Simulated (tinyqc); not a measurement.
What moves the results: defect-molecule model of a vacancy with Jahn-Teller distortion. A value that a table varies takes the place of the one given here.

Four dangling hybrids a, b, c, d point into the vacancy: H_ii = E0, and -gm between any two. A tetragonal distortion Q pairs a with b and c with d: those two couplings become -gm - I Q and the other four -gm + I Q/2, at an elastic cost k Q^2/2. The a1 level holds two electrons; charge states 2+, + and 0 put n = 0, 1, 2 more into the lowest level of t2 origin. Energy from the 2+ state at Q = 0, with the Fermi level mu counted from Ev: W_n(Q) = n (et - 2 I Q) + k Q^2/2 + Uc n (n - 1)/2 - n mu. et = E0 + gm is the undistorted t2 level.

Constants: kB = 8.617333262e-05 eV/K.

Values chosen for the exercise (of the size used for the vacancy in silicon; not measured data):
- E0 = -0.01 eV (level of a dangling hybrid, from Ev)
- gm = 0.36 eV (coupling between two dangling hybrids)
- I = 0.97 eV/angstrom (Jahn-Teller coupling)
- k = 13.5 eV/angstrom^2 (force constant of the mode)
- Uc = 0.22 eV (repulsion of two electrons in one orbital)
- T = 400 K (temperature)
- mu1 = 0.06 eV (first Fermi level)

## Occupation against the Fermi level

Weights g_n exp(-W_n/kT) with W_n = n et - n^2 E_JT + Uc n (n - 1)/2 - n mu, E_JT = 2 I^2/k, degeneracies 1, 6 (spin and three axes) and 3; mu = mu1 + 0.03 j eV.

Shares:

| mu (eV) | 2+ | + | 0 | mean charge |
|---|---|---|---|---|
| 0.06 | 0.9271 | 0.0704 | 0.0025 | 1.9247 |
| 0.09 | 0.8358 | 0.1516 | 0.0126 | 1.8232 |
| 0.12 | 0.6583 | 0.2851 | 0.0566 | 1.6017 |
| 0.15 | 0.3961 | 0.4096 | 0.1943 | 1.2019 |
| 0.18 | 0.1596 | 0.3941 | 0.4463 | 0.7133 |
| 0.21 | 0.0438 | 0.2582 | 0.6980 | 0.3458 |
| 0.24 | 0.0094 | 0.1329 | 0.8577 | 0.1517 |
| 0.27 | 0.0018 | 0.0608 | 0.9374 | 0.0644 |
| 0.30 | 0.0003 | 0.0264 | 0.9732 | 0.0271 |

How do the results move?

U_eff = Uc - 2 E_JT = -0.059 eV and kT = 34.5 meV. The + state reaches at most 41 % on these rows, at mu = 0.15 eV. The mean charge goes from 1.92 to 0.03.

## When U turns negative

The force constant is varied. E_JT = 2 I^2/k, E(2+/+) = et - E_JT, E(+/0) = et - 3 E_JT + Uc, U_eff = Uc - 2 E_JT.

Against k:

| k (eV/angstrom^2) | E_JT (eV) | (2+/+) (eV) | (+/0) (eV) | U_eff (eV) | Q of the neutral state (angstrom) |
|---|---|---|---|---|---|
| 8 | 0.2352 | 0.1148 | -0.1357 | -0.2505 | 0.4850 |
| 12 | 0.1568 | 0.1932 | 0.0995 | -0.0936 | 0.3233 |
| 16 | 0.1176 | 0.2324 | 0.2172 | -0.0152 | 0.2425 |
| 24 | 0.0784 | 0.2716 | 0.3348 | 0.0632 | 0.1617 |
| 32 | 0.0588 | 0.2912 | 0.3936 | 0.1024 | 0.1212 |
| 48 | 0.0392 | 0.3108 | 0.4524 | 0.1416 | 0.0808 |
| 64 | 0.0294 | 0.3206 | 0.4818 | 0.1612 | 0.0606 |
| 96 | 0.0196 | 0.3304 | 0.5112 | 0.1808 | 0.0404 |

k at which U_eff = 0 = 17.11 eV/angstrom^2

What does this show, and why?

Levels below 0 lie in the valence band. U_eff is negative for k below 4 I^2/Uc = 17.1: 3 of the 8 rows. The gain grows as n^2, so the second electron wins 3 E_JT where the first wins E_JT. For a stiff lattice the levels tend to et = 0.350 and et + Uc = 0.570 eV.

## What each parameter does

E_JT = 2 I^2/k, E(2+/+) = et - E_JT, E(+/0) = et - 3 E_JT + Uc, U_eff = E(+/0) - E(2+/+); a1 level E0 - 3 gm. Each row changes one parameter from the base and keeps the others.

Results:

| case | (2+/+) (eV) | (+/0) (eV) | U_eff (eV) | a1 (eV) |
|---|---|---|---|---|
| base | 0.2106 | 0.1518 | -0.0588 | -1.0900 |
| E0 = 0.04 eV | 0.2606 | 0.2018 | -0.0588 | -1.0400 |
| gm = 0.4 eV | 0.2506 | 0.1918 | -0.0588 | -1.2100 |
| I = 1.067 eV/angstrom | 0.1813 | 0.0640 | -0.1173 | -1.0900 |
| k = 14.85 eV/angstrom^2 | 0.2233 | 0.1898 | -0.0334 | -1.0900 |
| Uc = 0.28 eV | 0.2106 | 0.2118 | 0.0012 | -1.0900 |

How do the results move?

The largest shifts from the base row, up to three for each result and ties (the steps differ in size, so this ranks the rows, not the parameters). (2+/+) (eV): E0 +0.0500, gm +0.0400, I -0.0293; unchanged at the printed digits by Uc. (+/0) (eV): I -0.0878, Uc +0.0600, E0 +0.0500. U_eff (eV): Uc +0.0600, I -0.0585, k +0.0253; unchanged at the printed digits by E0 and gm. a1 (eV): gm -0.1200, E0 +0.0500; unchanged at the printed digits by I, k and Uc. E0 and gm move both levels alike, so U_eff depends on I, k and Uc alone.

(tinyqc, `OMP_NUM_THREADS=1 python tinyqc.py 1451783 1451784 out.jsonl`, Intel(R) Xeon(R) Processor @ 2.30GHz, 1 thread, shared host, about 0.01 s.)
